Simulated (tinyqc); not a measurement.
Inside a calculation. Method: coherent transport through a tight-binding region between two chains. Computed by tinyqc, a small Python program that keeps every step. Settings: temperature = 77, mu = -0.44. Command: `OMP_NUM_THREADS=1 python tinyqc.py 27806 27807 out.jsonl` (the two numbers bound the seeds that draw the settings). One thread of a shared host (Intel(R) Xeon(R) Processor @ 2.60GHz), about 0.1 s of CPU time with the checks.

## Transmission at E = 0.72 eV

H of the central region (eV):
$$\begin{pmatrix}
0.59000 & -1.42000 & 0.00000 \\
-1.42000 & 0.27000 & -0.69000 \\
0.00000 & -0.69000 & -0.84000
\end{pmatrix}$$

Leads: semi-infinite chains with site energy 0:
```
parameter                           value
lead hopping t (eV)              1.140000
coupling to the left lead (eV)   0.680000
coupling to the right lead (eV)  0.780000
left contact site                       1
right contact site                      3
```

E = 0.72000 eV

Surface Green function g = (E - i sqrt(4 t^2 - E^2)) / (2 t^2); self-energy tc^2 g on each contact site; G = (E - H - Sigma)^(-1); Gamma = -2 Im Sigma; T = Gamma_L Gamma_R |G_LR|^2; local density of states -Im G_ii / pi.

g = 0.27701-0.83231i 1/eV

G (1/eV):
$$\begin{pmatrix}
-0.07029-0.05537i & 0.68931+0.01913i & -0.30489+0.10147i \\
0.68931+0.01913i & 0.00426-0.18685i & 0.02791+0.08250i \\
-0.30489+0.10147i & 0.02791+0.08250i & 0.60925-0.26262i
\end{pmatrix}$$

local density of states (1/eV): [0.01762, 0.05948, 0.08360]

transmission = 0.08049

## Transmission across the band

The same steps on a grid of energies.

T(E):
```
E (eV)            T
-2.1660000  0.01897
-1.9494000  0.15307
-1.7328000  0.48963
-1.5162000  0.61635
-1.2996000  0.62833
-1.0830000  0.71484
-0.8664000  0.87751
-0.6498000  0.95226
-0.4332000  0.73560
-0.2166000  0.44773
0.0000000   0.26654
0.2166000   0.16961
0.4332000   0.11704
0.6498000   0.08719
0.8664000   0.06975
1.0830000   0.05986
1.2996000   0.05545
1.5162000   0.05651
1.7328000   0.06656
1.9494000   0.10452
2.1660000   0.24093
```

levels of the isolated region (eV): [-1.46797, -0.44968, 1.93764]

## Current

I = (2e/h) int T(E) [f(E - mu - V/2) - f(E - mu + V/2)] dE at 77 K with mu = -0.44 eV, the bias not changing H; 2e^2/h = 77.48092 microsiemens; the integral runs over the band on 4001 points.

Current:
```
V (volt)  I (microampere)
0.01000           0.57737
0.05000           2.88630
0.10000           5.76930
0.20000          11.51093
0.40000          22.76963
0.80000          43.17368
```
